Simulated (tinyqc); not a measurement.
Effective mass of the split-off band from tabulated energies: one step. Finite differences. Five cases, with inputs chosen for the exercise.

Task: The band is even in k. m = c k^2/E(k) from the points 1, 2, 4 (k = 0 is point 0); Richardson from points 1 and 2: c/m = [16 E(k1) - E(k2)]/(12 k1^2).

c = hbar^2/2m0.
Constants: hbar^2/2m0 = 3.80998211 eV angstrom^2.

Give: m from points 1, 2, 4; m by Richardson.

Case 1.

Energies along [100], from the band edge downward:
```
k (1/angstrom),E (meV)
0.0000000,0.000000
0.0130000,2.530700
0.0260000,10.147900
0.0390000,22.925000
0.0520000,40.979500
0.0650000,64.464100
0.0780000,93.552500
0.0910000,128.419800
0.1040000,169.216400
```

reference mass (curvature of the model at k = 0.0001 1/angstrom) = 0.2546402 m0

Result:

m from points 1, 2, 4 (m0): 0.25443  0.25380  0.25140

m by Richardson = 0.25464 m0

Errors against the reference: -0.08, -0.33 and -1.27 % and 0.00 %. The extrapolation removes the k^4 term.

Case 2.

Energies along [100], from the band edge downward:
```
k (1/angstrom),E (meV)
0.0000000,0.000000
0.0068000,2.119700
0.0136000,8.598800
0.0204000,19.791800
0.0272000,36.257800
0.0340000,58.674900
0.0408000,87.670600
0.0476000,123.597100
0.0544000,166.368400
```

reference mass (curvature of the model at k = 0.0001 1/angstrom) = 0.0835088 m0

Result:

m from points 1, 2, 4 (m0): 0.08311  0.08195  0.07774

m by Richardson = 0.08351 m0

Errors against the reference: -0.47, -1.86 and -6.90 % and 0.00 %. The extrapolation removes the k^4 term.

Case 3.

Energies along [110], from the band edge downward:
```
k (1/angstrom),E (meV)
0.0000000,0.000000
0.0036000,0.573000
0.0072000,2.304100
0.0108000,5.230300
0.0144000,9.413000
0.0180000,14.937800
0.0216000,21.912700
0.0252000,30.465400
0.0288000,40.737200
```

reference mass (curvature of the model at k = 0.0001 1/angstrom) = 0.0863335 m0

Result:

m from points 1, 2, 4 (m0): 0.08617  0.08572  0.08393

m by Richardson = 0.08633 m0

Errors against the reference: -0.19, -0.71 and -2.78 % and -0.01 %. The extrapolation removes the k^4 term.

Case 4.

Energies along [110], from the band edge downward:
```
k (1/angstrom),E (meV)
0.0000000,0.000000
0.0072000,1.192600
0.0144000,4.820200
0.0216000,11.033100
0.0288000,20.083600
0.0360000,32.323000
0.0432000,48.186200
0.0504000,68.151300
0.0576000,92.670400
```

reference mass (curvature of the model at k = 0.0001 1/angstrom) = 0.1661879 m0

Result:

m from points 1, 2, 4 (m0): 0.16561  0.16390  0.15735

m by Richardson = 0.16619 m0

Errors against the reference: -0.35, -1.38 and -5.32 % and 0.00 %. The extrapolation removes the k^4 term.

Case 5.

Energies along [110], from the band edge downward:
```
k (1/angstrom),E (meV)
0.0000000,0.000000
0.0044000,0.701100
0.0088000,2.808600
0.0132000,6.334700
0.0176000,11.299200
0.0220000,17.728700
0.0264000,25.655100
0.0308000,35.114300
0.0352000,46.143900
```

reference mass (curvature of the model at k = 0.0001 1/angstrom) = 0.1052563 m0

Result:

m from points 1, 2, 4 (m0): 0.10521  0.10505  0.10445

m by Richardson = 0.10526 m0

Errors against the reference: -0.05, -0.20 and -0.77 % and 0.00 %. The extrapolation removes the k^4 term.

Computed by tinyqc, one run a case: `OMP_NUM_THREADS=1 python tinyqc.py N N+1 out.jsonl` with N = 1851271, 1880183, 1880411, 1880430, 1880674; one thread of a shared Intel(R) Xeon(R) Processor @ 2.30GHz, about 0.01 s a run at most.
